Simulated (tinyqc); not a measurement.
# Metal-interlayer-semiconductor contact, depinning against tunnelling resistance: two studies

Zero bias, n-type semiconductor. Gap states at the semiconductor surface thin out as exp(-be ti), which unpins the barrier; electrons must then cross the interlayer (a rectangular barrier, no voltage drop across it) and the parabolic depleted layer, both by WKB. Energies E are counted from the Fermi level; no image force, parabolic bands.

Parameters, values chosen for the exercise; semiconductor values close to those of germanium; interlayer mass of the order of that in silicon nitride, offset chosen freely:
```
symbol   value   unit                                                           meaning
T          400      K                                                       temperature
Eg       0.667     eV                                                          band gap
eps_r     15.6                                                    relative permittivity
chi       3.84     eV                                                 electron affinity
Nc      1.6e19  cm^-3                            conduction-band density of states at T
mt       0.124     m0                              tunnelling mass in the semiconductor
mA        1.13     m0                                                   Richardson mass
Nd        2e19  cm^-3                                                     donor density
E0       0.087     eV                    charge-neutrality level above the valence band
S0       0.049                                        pinning factor without interlayer
phiM      4.07     eV                                               metal work function
ti         0.6     nm                                              interlayer thickness
dE        2.05     eV  conduction-band offset of the interlayer above the semiconductor
mi        0.46     m0                                 tunnelling mass in the interlayer
be           6   1/nm               decay constant of gap states through the interlayer
```

Constants: q = 1.602176634e-19 C, kB = 1.380649e-23 J/K, eps0 = 8.8541878128e-12 F/m, hbar = 1.054571817e-34 J s, h = 6.62607015e-34 J s, m0 = 9.1093837015e-31 kg, Vt = kB T/q, hbar^2/(2 m0) = 0.0380998212 eV nm^2. Results are converted to the units shown.

Each table varies one quantity; the others keep the values above.

## Contact resistivity against the interlayer thickness

S = 1/(1 + (1/S0 - 1) exp(-be ti)); phiB = S (phiM - chi) + (1 - S)(Eg - E0); xi = Ec - EF deep inside, from Nd = Nc F(-xi/Vt), F(x) = (2/sqrt(pi)) int_0^infinity sqrt(u) du/(1 + exp(u - x)); band bending U = phiB - xi; E00 = (hbar/2) sqrt(Nd/(eps0 eps_r mt m0)) in volts; A = 4 pi q mA m0 kB^2/h^3. With U = phiB - xi: for xi < E < phiB, y = (E - xi)/U and G1 = (U/E00) [sqrt(1 - y) - y ln((1 + sqrt(1 - y))/sqrt(y))], G1 = 0 above phiB; G2 = 2 ti sqrt(mi max(phiB + dE - E, 0)/C), C = hbar^2/(2 m0); f = 1/(1 + exp(E/Vt)); 1/rho_c = (A T^2/Vt^2) times the integral of exp(-G1 - G2) f over E from xi upwards. Shares under 0.001 % are printed as 0; rows without band bending are left out.

The same in every row: E00/Vt = 1.73.

Contact resistivity against the interlayer thickness:
```
ti (nm)       S  phiB (eV)  rho_c (ohm cm^2)  rho_c with G2 = 0 (ohm cm^2)  peak of the integrand (eV)  share above phiB (%)
0        0.0490      0.563           1.70e-6                       1.70e-6                      0.0739               0.00868
0.4       0.362      0.453           2.59e-5                       3.50e-7                      0.0683                0.0615
0.8       0.862      0.278           1.27e-4                       3.06e-8                      0.0529                 0.939
1.2       0.986      0.235           0.00417                       1.73e-8                      0.0506                  2.09
1.6       0.999      0.230             0.239                       1.63e-8                      0.0536                  2.65
2          1.00      0.230              14.6                       1.62e-8                      0.0573                  3.19
2.4        1.00      0.230               892                       1.62e-8                      0.0613                  3.80
2.8        1.00      0.230            5.43e4                       1.62e-8                      0.0656                  4.51
3.2        1.00      0.230            3.29e6                       1.62e-8                      0.0702                  5.34
```

As ti goes from 0 to 3.2, phiB falls from 0.563 to 0.230 eV and rho_c rises from 1.70e-6 to 3.29e6 ohm cm^2. No thickness listed beats the bare contact: tunnelling through the layer costs more than the change of the barrier gains. The ratio of rho_c to its value with G2 = 0 runs from 1.00 to 2.04e14.

## Contact resistivity against the donor density

Same model as above.

The same in every row: S = 0.653; phiB (eV) = 0.351.

Result of one run:
```
Nd (cm^-3)  E00/Vt  rho_c (ohm cm^2)  rho_c with G2 = 0 (ohm cm^2)  peak of the integrand (eV)  share above phiB (%)
1.3e18       0.442           0.00295                       7.05e-6                       0.309                  18.8
```

What becomes of these results when the donor density Nd is changed from 1.3e18 to 2.5e20 cm^-3, all else the same?

Result of the changed run:
```
Nd (cm^-3)  E00/Vt  rho_c (ohm cm^2)  rho_c with G2 = 0 (ohm cm^2)  peak of the integrand (eV)  share above phiB (%)
2.5e20        6.12           7.18e-7                       1.03e-9                     -0.0421               0.00456
```

The whole series:
```
Nd (cm^-3)  E00/Vt  rho_c (ohm cm^2)  rho_c with G2 = 0 (ohm cm^2)  peak of the integrand (eV)  share above phiB (%)
5.3e17       0.282           0.00524                       1.31e-5                       0.335                  33.3
1.3e18       0.442           0.00295                       7.05e-6                       0.309                  18.8
3.1e18       0.682           0.00122                       2.71e-6                       0.255                  7.78
7.4e18        1.05           3.25e-4                       6.47e-7                       0.161                  2.07
1.8e19        1.64           5.81e-5                       1.04e-7                      0.0676                 0.369
4.3e19        2.54           1.05e-5                       1.74e-8                      0.0166                0.0670
1e20          3.87           2.50e-6                       3.86e-9                     -0.0154                0.0159
2.5e20        6.12           7.18e-7                       1.03e-9                     -0.0421               0.00456
6e20          9.49           2.89e-7                      3.74e-10                     -0.0626               0.00184
```

As Nd goes from 5.3e17 to 6e20, phiB stays at 0.351 eV and rho_c falls from 0.00524 to 2.89e-7 ohm cm^2. rho_c goes as Nd^(-0.64) between the first two rows and Nd^(-1.04) between the last two, while E00/Vt goes from 0.282 to 9.49 and the share above the barrier from 33.3 to 0.00184 %. The ratio of rho_c to its value with G2 = 0 runs from 400 to 775.

Range of the model: The depletion charge would drop about 0.16 V across such an interlayer (eps_r near 7.5) at ti = 0.6 nm and Nd = 2e19 cm^-3, against a band bending of 0.37 V; this model leaves that drop out.

Numbers from tinyqc (`OMP_NUM_THREADS=1 python tinyqc.py 2270042 2270043 out.jsonl`; about 0.02 s on one thread of a shared Intel Xeon 2.30GHz).
